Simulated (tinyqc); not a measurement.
Thermoelectric coefficients of one resonant level, Landauer integrals: two steps of the calculation.

Transmission X(x) = (g/2)^2/[(x - y)^2 + (g/2)^2] with x = (E - EF)/kB T, two spin channels. I_k = int X x^k w dx over all x, w = 1/(4 cosh^2(x/2)).

Parameters, values chosen for the exercise: temperature T = 30 K; full width of the level over kB T g = 1.3; level position (E0 - EF)/kB T y = -4.3; phonon heat conductance in units of pi^2 kB^2 T/(3 h) kp = 0.021.

Constants: q = 1.602176634e-19 C, kB = 1.380649e-23 J/K, h = 6.62607015e-34 J s. Results are converted to the units shown.

Question 1. Coefficients. G = (2 q^2/h) I_0, S = -(kB/q) I_1/I_0, L/L0 = [I_2/I_0 - (I_1/I_0)^2]/(pi^2/3), K_e = (2 kB^2 T/h)(I_2 - I_1^2/I_0), ZT = G S^2 T/(K_e + K_ph), K_ph = kp pi^2 kB^2 T/(3 h).

converged I_0, I_1, I_2: [0.052002603, -0.11848115, 0.45793869]

Wanted: G; S; L/L0; K_e; ZT; ZT without phonons.

Answer 1.

G = 4.029 uS
S = 196.3 uV/K
L/L0 = 1.099
K_e = 3.245 pW/K
ZT = 1.213
ZT without phonons = 1.436

The level lies below EF, so S is positive (hole-like). A level of zero width would give -(kB/q) y = 371 uV/K; S is 47 % below that in size.

Question 2. Two limits for S. Narrow level: S = -(kB/q) y. Mott formula: S = -(pi^2/3)(kB/q) d ln X/dx at x = 0 = -(pi^2/3)(kB/q) 2 y/[y^2 + (g/2)^2].

Wanted: narrow-level S; Mott S.

Answer 2.

narrow-level S = 370.55 uV/K
Mott S = 128.91 uV/K

The integrals give 196 uV/K; the Mott value is 34 % below that in size.

tinyqc, about 0.02 s, one thread, Intel Xeon 2.30GHz (shared host): `OMP_NUM_THREADS=1 python tinyqc.py 2800005 2800006 out.jsonl`
